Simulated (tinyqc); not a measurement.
The same layer on three faces: band edges of strained Si(1-x)Ge(x) on relaxed Si(1-y)Ge(y).

Values are linear in the Ge fraction but for ED(x) = linear - CD x (1 - x) and a(x) = linear - Ca x (1 - x). Energies are on the common scale of Ev.

Coherent growth: e_par = (a(y) - a(x))/a(x). (001): e_perp = -2 (C12/C11) e_par; exx = eyy = e_par, ezz = e_perp, no shear. (111): e_perp = -(2 C11 + 4 C12 - 4 C44)/(C11 + 2 C12 + 4 C44) e_par; exx = eyy = ezz = (2 e_par + e_perp)/3 and exy = eyz = ezx = (e_perp - e_par)/3. (110): e_perp = -(C11 + 3 C12 - 2 C44)/(C11 + C12 + 2 C44) e_par; exx = eyy = (e_par + e_perp)/2, ezz = e_par, exy = (e_perp - e_par)/2, eyz = ezx = 0.

A valley with unit axis u lies at Ev + gap + (av + a_valley) tr(e) + Xu (u.e.u - tr(e)/3); the Delta axes are x, y, z and the L axes [111], [1-1-1], [-11-1], [-1-11]. The second-order shift of the Delta valleys under shear is left out; it lowers the pair normal to the sheared plane by tens of meV at a shear of 1 %.

Valence edges: Ev plus the levels of the 6 x 6 matrix of X, Y, Z times spin with -Dso/3 + l exx + m (eyy + ezz) on the diagonal (cyclic), n exy off it, l = av + 2 b, m = av - b, n = sqrt(3) d. Spin-orbit term (Dso/3) L.sigma on X, Y, Z with (L_k)_ij = -i epsilon_kij: <X+|H|Y+> = -i Dso/3, <X+|H|Z-> = Dso/3, <Y+|H|Z-> = -i Dso/3, <Z+|H|X-> = -Dso/3, <Z+|H|Y-> = i Dso/3, <X-|H|Y-> = i Dso/3, and their conjugates; + and - are the spin along z.

Inputs chosen for the exercise (end members near Si and Ge, in this order; shifted at random, so the results belong to these values and not to a real crystal): a = (5.431, 5.664) angstrom (lattice constant); Dso = (0.044, 0.288) eV (spin-orbit splitting); av = (2.46, 1.23) eV (valence hydrostatic potential); b = (-2.1, -2.58) eV (tetragonal shear potential); d = (-4.84, -5.28) eV (trigonal shear potential); C11 = (168.2, 126.7) GPa; C12 = (63.4, 47.9) GPa; C44 = (79.7, 67.5) GPa; Ev = (0, 0.68) eV (top of the unstrained valence band); ED = (1.173, 0.945) eV (gap to the Delta valleys); EL = (2.042, 0.738) eV (gap to the L valleys); aD = (1.63, 1.36) eV (hydrostatic potential of the Delta gap); aL = (-3.23, -2.62) eV (hydrostatic potential of the L gap); XuD = (9.47, 9.33) eV (uniaxial potential, Delta); XuL = (15.63, 14.98) eV (uniaxial potential, L); CD = 0.206 eV (bowing of the Delta gap); Ca = 0.025 angstrom (bowing of the lattice constant); x = 0.41 (Ge fraction of the layer); y = 0.86 (Ge fraction of the relaxed buffer).

dEc = Ec(buffer) - Ec(layer), dEv = Ev(layer) - Ev(buffer); buffer edges Ev(y) and Ev(y) + min(ED, EL). The digit behind Delta or L counts whole valleys.

Results:
```
face,e_par (%),lowest valleys,gap (eV),next valleys above (meV),valence splitting (meV),dEc (eV),dEv (eV),Delta spread (meV),L spread (meV)
(001),1.95,Delta2,0.727,323,204,0.327,-0.134,323,0
(111),1.95,Delta6,0.950,56,207,0.089,-0.118,0,377
(110),1.95,Delta4,0.903,136,205,0.139,-0.121,136,297
```

What can be read from this table?

On (001) only the Delta valleys split (323 meV), on (111) only the L valleys (377 meV), on (110) both (136 and 297 meV). The lowest valleys are Delta2 on (001), Delta6 on (111) and Delta4 on (110); the smallest gap is 0.727 eV on (001) and the largest 0.950 eV on (111).

tinyqc: `OMP_NUM_THREADS=1 python tinyqc.py 1080671 1080672 out.jsonl`; about 0.01 s, one thread, shared Intel(R) Xeon(R) Processor @ 2.30GHz.
